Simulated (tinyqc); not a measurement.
UHF in the sto-3g basis, for BeH2, spin multiplicity 1, step by step (part 2 of 2). Computed by tinyqc, a small Python program that keeps every step (integrals from PySCF). Command: `OMP_NUM_THREADS=1 python tinyqc.py 31935 31936 out.jsonl` (the two numbers bound the seeds that draw the settings). One thread of a shared host (Intel(R) Xeon(R) Processor @ 2.60GHz), about 0.1 s of CPU time with the checks.

Geometry (angstrom):

| atom | x | y | z |
|---|---|---|---|
| Be | 0.0000 | 0.0000 | 0.0000 |
| H | 0.0000 | 1.5920 | 0.0620 |
| H | 0.0000 | -1.5920 | 0.0620 |

## Iteration 25 (converged): orbitals

converged F(alpha) (hartree), lower triangle:
```
          1Be 1s   1Be 2s  1Be 2px  1Be 2py  1Be 2pz    2H 1s    3H 1s
1Be 1s   -4.5318
1Be 2s   -1.2900  -0.5908
1Be 2px   0.0000   0.0000   0.2137
1Be 2py   0.0000   0.0000   0.0000  -0.1369
1Be 2pz   0.0009  -0.0063   0.0000   0.0000   0.2134
2H 1s    -0.2049  -0.3304   0.0000  -0.2981  -0.0090  -0.2258
3H 1s    -0.2049  -0.3304   0.0000   0.2981  -0.0090  -0.0123  -0.2258
```

converged F(beta) (hartree), lower triangle:
```
          1Be 1s   1Be 2s  1Be 2px  1Be 2py  1Be 2pz    2H 1s    3H 1s
1Be 1s   -4.5318
1Be 2s   -1.2900  -0.5908
1Be 2px   0.0000   0.0000   0.2137
1Be 2py   0.0000   0.0000   0.0000  -0.1369
1Be 2pz   0.0009  -0.0063   0.0000   0.0000   0.2134
2H 1s    -0.2049  -0.3304   0.0000  -0.2981  -0.0090  -0.2258
3H 1s    -0.2049  -0.3304   0.0000   0.2981  -0.0090  -0.0123  -0.2258
```

X:
```
               1        2        3       4        5       6        7
1Be 1s    0.0000  -0.4118   0.8881  0.0000  -0.2106  0.2804   0.0000
1Be 2s    0.0000   1.0749  -0.0591  0.0000  -0.0253  0.5439   0.0000
1Be 2px   0.0000   0.0000   0.0000  1.0000   0.0000  0.0000   0.0000
1Be 2py   1.1674   0.0000   0.0000  0.0000   0.0000  0.0000   0.5575
1Be 2pz   0.0000   0.0422   0.2401  0.0000   0.9700  0.0203   0.0000
2H 1s    -0.8336  -0.6663  -0.3144  0.0000   0.0753  0.3527   0.3904
3H 1s     0.8336  -0.6663  -0.3144  0.0000   0.0753  0.3527  -0.3904
```

Diagonalise F' = X^T F X, C = X C', fill 3 alpha and 3 beta electrons from the bottom; D(s) = C_occ C_occ^T. Each column has its largest component positive (the first on a tie).

F' = X^T F X (alpha) (hartree), lower triangle:
```
        1        2        3       4        5        6        7
1  0.6770
2  0.0000   0.2021
3  0.0000   0.7225  -3.2684
4  0.0000   0.0000   0.0000  0.2137
5  0.0000  -0.1705   0.8699  0.0000  -0.0041
6  0.0000   0.3148  -1.6252  0.0000   0.4155  -1.3187
7  0.0552   0.0000   0.0000  0.0000   0.0000   0.0000  -0.3671
```

orbital energies (alpha) (hartree): MO1 -4.5351, MO2 -0.4134, MO3 -0.3700, MO4 0.2127, MO5 0.2137, MO6 0.3467, MO7 0.6799

coefficients C (alpha):
```
             MO1      MO2      MO3      MO4     MO5      MO6      MO7
1Be 1s    0.9919  -0.2118   0.0000   0.0247  0.0000  -0.2280   0.0000
1Be 2s    0.0310   0.6126   0.0000  -0.1033  0.0000   1.0337   0.0000
1Be 2px   0.0000   0.0000   0.0000   0.0000  1.0000   0.0000   0.0000
1Be 2py   0.0000   0.0000   0.4952   0.0000  0.0000   0.0000   1.1951
1Be 2pz   0.0000   0.0087   0.0000   0.9942  0.0000   0.1112   0.0000
2H 1s    -0.0038   0.3925   0.4338   0.0534  0.0000  -0.7184  -0.8118
3H 1s    -0.0038   0.3925  -0.4338   0.0534  0.0000  -0.7184   0.8118
```

F' = X^T F X (beta) (hartree), lower triangle:
```
        1        2        3       4        5        6        7
1  0.6770
2  0.0000   0.2021
3  0.0000   0.7225  -3.2684
4  0.0000   0.0000   0.0000  0.2137
5  0.0000  -0.1705   0.8699  0.0000  -0.0041
6  0.0000   0.3147  -1.6252  0.0000   0.4155  -1.3187
7  0.0552   0.0000   0.0000  0.0000   0.0000   0.0000  -0.3671
```

orbital energies (beta) (hartree): MO1 -4.5351, MO2 -0.4134, MO3 -0.3700, MO4 0.2127, MO5 0.2137, MO6 0.3467, MO7 0.6800

coefficients C (beta):
```
             MO1      MO2      MO3      MO4     MO5      MO6      MO7
1Be 1s    0.9919  -0.2119   0.0000   0.0247  0.0000  -0.2279   0.0000
1Be 2s    0.0310   0.6126   0.0000  -0.1033  0.0000   1.0336   0.0000
1Be 2px   0.0000   0.0000   0.0000   0.0000  1.0000   0.0000   0.0000
1Be 2py   0.0000   0.0000   0.4953   0.0000  0.0000   0.0000   1.1951
1Be 2pz   0.0000   0.0087   0.0000   0.9942  0.0000   0.1112   0.0000
2H 1s    -0.0038   0.3924   0.4337   0.0535  0.0000  -0.7184  -0.8118
3H 1s    -0.0038   0.3924  -0.4337   0.0535  0.0000  -0.7184   0.8118
```

D(alpha) after iteration 25, lower triangle:
```
          1Be 1s  1Be 2s  1Be 2px  1Be 2py  1Be 2pz    2H 1s   3H 1s
1Be 1s    1.0287
1Be 2s   -0.0990  0.3762
1Be 2px   0.0000  0.0000   0.0000
1Be 2py   0.0000  0.0000   0.0000   0.2453
1Be 2pz  -0.0019  0.0053   0.0000   0.0000   0.0001
2H 1s    -0.0869  0.2403   0.0000   0.2148   0.0034   0.3422
3H 1s    -0.0869  0.2403   0.0000  -0.2148   0.0034  -0.0341  0.3422
```

D(beta) after iteration 25, lower triangle:
```
          1Be 1s  1Be 2s  1Be 2px  1Be 2py  1Be 2pz    2H 1s   3H 1s
1Be 1s    1.0287
1Be 2s   -0.0991  0.3763
1Be 2px   0.0000  0.0000   0.0000
1Be 2py   0.0000  0.0000   0.0000   0.2453
1Be 2pz  -0.0019  0.0053   0.0000   0.0000   0.0001
2H 1s    -0.0869  0.2403   0.0000   0.2148   0.0034   0.3421
3H 1s    -0.0869  0.2403   0.0000  -0.2148   0.0034  -0.0341  0.3421
```

## Convergence

Stop when the energy changes by less than 1e-09 hartree and every element of the error matrix X^T (F D S - S D F) X (for each spin) is below 9e-06.

Course of the cycle:

| iteration | E (hartree) | change | largest element of the error matrix |
|---|---|---|---|
| 1 | -15.209414 | - | 1.53e-01 |
| 2 | -15.443043 | -2.34e-01 | 7.41e-02 |
| 3 | -15.484196 | -4.12e-02 | 4.45e-02 |
| 4 | -15.497620 | -1.34e-02 | 2.73e-02 |
| 5 | -15.502672 | -5.05e-03 | 1.71e-02 |
| 6 | -15.504667 | -2.00e-03 | 1.08e-02 |
| 7 | -15.505469 | -8.02e-04 | 6.84e-03 |
| 8 | -15.505793 | -3.24e-04 | 4.36e-03 |
| 9 | -15.505925 | -1.32e-04 | 2.78e-03 |
| 10 | -15.505979 | -5.38e-05 | 1.78e-03 |
| 11 | -15.506001 | -2.20e-05 | 1.13e-03 |
| 12 | -15.506010 | -9.07e-06 | 7.25e-04 |
| 13 | -15.506014 | -3.76e-06 | 4.64e-04 |
| 14 | -15.506015 | -1.58e-06 | 2.97e-04 |
| 15 | -15.506016 | -6.73e-07 | 1.91e-04 |
| 16 | -15.506016 | -2.92e-07 | 1.23e-04 |
| 17 | -15.506016 | -1.30e-07 | 7.90e-05 |
| 18 | -15.506016 | -6.01e-08 | 5.10e-05 |
| 19 | -15.506016 | -2.87e-08 | 3.31e-05 |
| 20 | -15.506016 | -1.42e-08 | 2.19e-05 |
| 21 | -15.506016 | -7.35e-09 | 1.71e-05 |
| 22 | -15.506016 | -3.93e-09 | 1.34e-05 |
| 23 | -15.506016 | -2.16e-09 | 1.04e-05 |
| 24 | -15.506016 | -1.22e-09 | 8.11e-06 |
| 25 | -15.506016 | -7.00e-10 | 6.31e-06 |

PySCF UHF in the same basis, after a stability check = -15.506016 hartree

Converged in 25 iterations.

## Populations, bond orders and dipole

overlap S, lower triangle:
```
         1Be 1s  1Be 2s  1Be 2px  1Be 2py  1Be 2pz   2H 1s   3H 1s
1Be 1s   1.0000
1Be 2s   0.2595  1.0000
1Be 2px  0.0000  0.0000   1.0000
1Be 2py  0.0000  0.0000   0.0000   1.0000
1Be 2pz  0.0000  0.0000   0.0000   0.0000   1.0000
2H 1s    0.0399  0.3622   0.0000   0.4458   0.0174  1.0000
3H 1s    0.0399  0.3622   0.0000  -0.4458   0.0174  0.0123  1.0000
```

Mulliken: Z minus the diagonal of D S on the atom; Loewdin: the same with S^(1/2) D S^(1/2); Mayer order: 2 sum_s sum (D(s) S)_ij (D(s) S)_ji over the two atoms.

Charges (e):

| atom | Mulliken | Loewdin | Mulliken spin |
|---|---|---|---|
| 1Be | 0.0846 | 0.0727 | -1.29e-04 |
| 2H | -0.0423 | -0.0364 | 6.46e-05 |
| 3H | -0.0423 | -0.0364 | 6.46e-05 |

Mayer bond orders:

| pair | order |
|---|---|
| 2-1 | 0.9911 |
| 3-1 | 0.9911 |
| 3-2 | 0.0071 |

dipole moment about the origin, x y z (debye): 0.0000  0.0000  -0.1758

<S^2> of the determinant (pure state: 0) = 6.30e-09
